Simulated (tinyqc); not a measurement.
Froehlich polaron in a polar crystal: one step, computed by the program tinyqc.

One electron in a parabolic band of mass m*, coupled to dispersionless LO phonons in the continuum model. Energies are in units of hbar omega unless marked, wave numbers in k_0 = sqrt(2 m* omega/hbar).

Task: Second-order perturbation theory. At T = 0 and k < k_0: E(k) = (k/k_0)^2 - alpha arcsin(k/k_0)/(k/k_0); so E(0) = -alpha, 1/m_p = (1 - alpha/6)/m*, and the mean number of phonons in the cloud at k = 0 is alpha/2. The Lee-Low-Pines variational state gives the same E(0) and m_p = m* (1 + alpha/6).

Inputs (values chosen for the exercise, for a model crystal): LO phonon energy hbar omega = 40.4 meV; electron wave number k/k_0 = 0.81.

coupling constant alpha = 0.5262454

Give: energy shift at k = 0; E(k); m*/m_p, second order; m_p/m*, Lee-Low-Pines; phonons in the cloud.

Result:

energy shift at k = 0 = -21.260 meV

E(k) = 0.042698 hbar omega

m*/m_p, second order = 0.91229

m_p/m*, Lee-Low-Pines = 1.0877

phonons in the cloud = 0.26312
